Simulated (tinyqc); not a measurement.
Tunnelling through a two-layer gate stack, WKB transmission and Tsu-Esaki current: effect of the barrier height.

Electrons leave the emitter at x = 0. Energies E (motion across the layers) are in eV from the emitter Fermi level; the collector Fermi level lies at -V and offers states at every E. No charge in the dielectric and no image force: F1 = V/(t1 + t2 eps1/eps2), F2 = F1 eps1/eps2; U = phi1 - F1 x in layer 1 and phi2 - F1 t1 - F2 (x - t1) in layer 2. With C = hbar^2/(2 m0), kappa = sqrt(m (U - E)/C) where U > E and 0 elsewhere; T(E) = exp(-S), S = 2 times the integral of kappa over x.

Each layer adds (2/F) sqrt(m/C) [G(u at its left edge) - G(u at its right edge)] to S, with u = U - E (0 where negative) and G(u) = (2/3) u^1.5. J = J0 times the integral of T(E) N(E) dE, N = ln[(1 + exp(-E/Vt))/(1 + exp((-E - V)/Vt))], J0 = q^2 me m0 kB T/(2 pi^2 hbar^3) (times 1e-4 for A/cm^2 per eV), from E = -Ef to far above the barrier (T = 1 there), by quadrature converged to the digits shown.

Parameters, values chosen for the exercise; layer 1 close to silicon dioxide, layer 2 close to hafnium oxide:

| symbol | value | unit | meaning |
|---|---|---|---|
| T | 300 | K | temperature |
| Ef | 2.4 | eV | Fermi energy of the emitter above its band bottom |
| me | 0.36 | m0 | emitter mass in the supply function |
| m1 | 0.5 | m0 | tunnelling mass of layer 1 |
| t1 | 1.2 | nm | thickness of layer 1 |
| eps1 | 3.9 |  | relative permittivity of layer 1 |
| phi2 | 1.43 | eV | barrier of layer 2 at zero bias |
| m2 | 0.2 | m0 | tunnelling mass of layer 2 |
| t2 | 1.3 | nm | thickness of layer 2 |
| eps2 | 22.7 |  | relative permittivity of layer 2 |
| V | 1 | V | voltage across the dielectric |

Constants: q = 1.602176634e-19 C, kB = 1.380649e-23 J/K, hbar = 1.054571817e-34 J s, m0 = 9.1093837015e-31 kg, Vt = kB T/q, hbar^2/(2 m0) = 0.0380998212 eV nm^2. Results are converted to the units shown.

Effect of the barrier height:
```
phi1 (eV)  S at E = 0  T(E = 0)  J (A/cm^2)  mean E of the current (eV)
1.6             13.63  1.204e-6       138.9                     -0.2850
1.89            14.74  3.958e-7       50.60                     -0.3018
2.17            15.71  1.501e-7       20.77                     -0.3154
2.46            16.63  5.967e-8       8.826                     -0.3274
2.74            17.46  2.604e-8       4.069                     -0.3375
3.03            18.27  1.163e-8       1.907                     -0.3469
3.31            19.01  5.565e-9      0.9518                     -0.3550
3.6             19.73  2.693e-9      0.4785                     -0.3626
```

J falls from 139 to 0.479 A/cm^2, on average 1.23 decades for each eV, while S rises from 13.6 to 19.7.

tinyqc, about 0.06 s, one thread, Intel Xeon 2.30GHz (shared host): `OMP_NUM_THREADS=1 python tinyqc.py 2540151 2540152 out.jsonl`
